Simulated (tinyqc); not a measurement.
Surface photovoltage measurement of the minority-carrier diffusion length in a wafer. Changing the diffusion length L. Computed by tinyqc, a small Python program. Command: `OMP_NUM_THREADS=1 python tinyqc.py 3130304 3130305 out.jsonl spv sweep`. One thread of a shared host (Intel(R) Xeon(R) Processor @ 2.30GHz), about 0.02 s of CPU time with the checks.

Low injection, steady light, a depletion layer much thinner than 1/alpha and L. The excess density dn is taken at the front edge of the neutral region; light that reaches the back is lost.

Inputs (values chosen for the exercise, modelled on p-type silicon at room temperature): wafer thickness W = 725 micrometre; diffusivity D = 32.8 cm^2/s; front recombination velocity S_f = 28000 cm/s; back recombination velocity S_b = 7800 cm/s; photon flux entering = 1.7e+12 1/(cm^2 s); minority density at the surface barrier scale n_0 = 3.6e+09 1/cm^3; temperature T = 298 K; wavelength = 947 nm; relative noise of each reading = 0.5 %.

normal deviates g for the noise: [-0.36, -0.31, 1.34, 0.20, -0.72, -0.92, -1.48]

Constants: k_B = 8.617333262e-05 eV/K.

Method:
- alpha = (84.732/lambda - 76.417)^2 per cm with lambda in micrometre (an empirical fit for silicon between 0.7 and 1.05 micrometre).
- Thick wafer: dn = Phi L/((S_f + D/L)(L + 1/alpha)). Finite wafer, with s = S_b L/D, w = W/L, a = alpha L: dn = [Phi a/(a^2 - 1)] [a - B - exp(-alpha W)(a - s)/(cosh w + s sinh w)]/(S_f + B D/L), B = (sinh w + s cosh w)/(cosh w + s sinh w).
- Photovoltage V = (k_B T/e) ln(1 + dn/n_0). Lifetime = L^2/D.
- Readings y = (Phi/dn) (1 + noise x g) at 780, 830, 880, 920, 950, 975 and 995 nm; a least-squares line y = c (1/alpha + L_app) gives L_app = intercept/slope.

One run for each value; columns: (1) diffusion length L (micrometre); (2) apparent length L_app (micrometre); (3) error of L_app (rounded to 0.001) (%); (4) dn, finite wafer (1/cm^3); (5) B:
```
(1)     (2)      (3)        (4)    (5)
8       8.3    3.993  2.957e+06  1.000
15     15.4    2.694  6.943e+06  1.000
29     29.6    2.050  1.431e+07  1.000
54     55.0    1.863  2.391e+07  1.000
100   102.0    2.000  3.426e+07  1.000
190   194.2    2.233  4.368e+07  1.001
370   358.4   -3.135  5.044e+07  1.032
700   525.2  -24.966  5.361e+07  1.252
1300  617.1  -52.533  5.473e+07  1.887
2500  652.8  -73.890  5.509e+07  3.361
```

Over the rows, apparent length L_app (micrometre) rises from 8.32 to 653 (exponent d ln y / d ln x 0.98 between the first rows and 0.086 between the last); error of L_app (rounded to 0.001) (%) lies between -73.9 and 3.99 without a single trend; dn, finite wafer (1/cm^3) rises from 2.96e6 to 5.51e7 (exponent d ln y / d ln x 1.4 between the first rows and 0.010 between the last).

Extremes, crossings and ranges named in words are read from the listed rows.
